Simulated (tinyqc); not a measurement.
Worked calculation: tight binding, dimerised chain. One step of it, computed by the program tinyqc.

Problem. Levels at k. Diagonalise the Hermitian matrix.

H(k) at k (eV), order A, B:
$$\begin{pmatrix}
0.480000 & 0.017737+0.770661i \\
0.017737-0.770661i & -0.480000
\end{pmatrix}$$

Give: eigenvalues; weights |c|^2 of the basis functions.

Solution.

eigenvalues (eV): [-0.9081, 0.9081]

weights |c|^2 of the basis functions, order A, B:
$$\begin{pmatrix}
0.2357 & 0.7643 \\
0.7643 & 0.2357
\end{pmatrix}$$
